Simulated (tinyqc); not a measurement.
Hot carriers by balance equations with a heated Maxwellian: one step, computed by the program tinyqc.

The carriers follow a Maxwellian at an electron temperature T_e, slightly displaced; the drift energy is neglected against k_B T_e. The balance averages the rate, not the time, so mu_0 lies below the relaxation-time value.

Task: Drift velocity. Parabolic band: E = hbar^2 k^2/(2 m), speed v = hbar k/m, states per spin, volume and energy g(E) = m k/(2 pi^2 hbar^2). Masses are multiplied by m_0 and all formulas are in SI units. Phonon occupation N_q = 1/(exp(hbar w/(k_B T)) - 1). Acoustic deformation potential (elastic, equipartition, absorption and emission together): 1/tau = 2 pi k_B T D_A^2 g(E)/(hbar rho v_l^2). Optical or intervalley deformation potential: 1/tau = (pi Z_f D_o^2/(rho w)) [N_q g(E + hbar w) + (N_q + 1) g(E - hbar w)], with g = 0 below the band edge. Averages over the Maxwellian, <y> = int y x^(1/2) exp(-x) dx / int x^(1/2) exp(-x) dx with x = E/(k_B T_e), split at x_0 = hbar w/(k_B T_e): 64 Gauss-Legendre points in sqrt(x) below it and 128 in sqrt(x - x_0) above it, up to x = 32. Momentum balance: mu(T_e) = e/(m nu), nu = <x (sum of rates)>/<x>. Power lost per carrier: P(T_e) = hbar w <emission rate - absorption rate> + <(2 m v_l^2/(k_B T)) (E - 2 k_B T) acoustic rate>. v = mu(T_e) F; warm-carrier coefficient (mu/mu_0 - 1)/F^2.

Inputs (values chosen for the exercise, for a model non-polar semiconductor): effective mass m = 0.237 m_0; density rho = 4810 kg/m^3; sound velocity v_l = 4820 m/s; acoustic deformation potential D_A = 13 eV; phonon energy hbar w = 71.4 meV; optical or intervalley deformation potential D_o = 8.4 1e8 eV/cm; final valleys Z_f = 3; lattice temperature T = 300 K; electric field F = 9 kV/cm.

Band: parabolic. Solver: damped fixed point.

electron temperature T_e = 676.4133 K

low-field mobility mu_0 = 1158.246 cm^2/(V s)

Constants: k_B = 8.617333262e-05 eV/K; k_B = 1.380649e-23 J/K; e = 1.602176634e-19 C; hbar = 1.054571817e-34 J s; m_0 = 9.1093837015e-31 kg; hbar = 6.582119569e-16 eV s.

Give: mobility mu(T_e); drift velocity; mu/mu_0; (mu/mu_0 - 1)/F^2.

Result:

mobility mu(T_e) = 691.5 cm^2/(V s)

drift velocity = 0.6223 1e7 cm/s

mu/mu_0 = 0.5970

(mu/mu_0 - 1)/F^2 = -0.004975 cm^2/kV^2
